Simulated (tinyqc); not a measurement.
Chemical vapour deposition: Grove model, boundary layer, depletion and step coverage: one step, computed by the program tinyqc.

A precursor diffuses to the surface and reacts there at first order; each molecule that reacts adds one formula unit of film.

Problem. Gas-phase and surface constants. k_s = k0 exp(-E/(k_B T)); C_g = Y p/(k_B T), 1 torr = 133.322 Pa; D = D0 (T/273.15)^1.75 (760/p). Temperatures in kelvin are T(C) + 273.15. Mean speed c = sqrt(8 k_B T/(pi M)); reactive sticking probability beta = 4 k_s/c.

Inputs (values chosen for the exercise, close to those used for polysilicon from silane):
```
quantity                                       value    unit
prefactor k0 of k_s                          1.5e+08    cm/s
activation energy E                             1.66      eV
temperature T                                    740       C
total pressure p                                0.11    torr
mole fraction of the precursor Y               0.061       -
gas diffusivity D0 at 273.15 K and 760 torr     0.39  cm^2/s
precursor mass M                                  32       u
```

Reactor: wafer stack, low pressure.

Constants: k_B = 1.380649e-23 J/K; u = 1.6605390666e-27 kg; k_B = 8.617333262e-05 eV/K.

Give: surface rate constant k_s; precursor density C_g; gas diffusivity D; mean speed c; sticking probability beta.

Solution.

surface rate constant k_s = 0.82917 cm/s

precursor density C_g = 6.3954e+13 1/cm^3

gas diffusivity D = 26712 cm^2/s

mean speed c = 81875 cm/s

sticking probability beta = 4.0509e-05
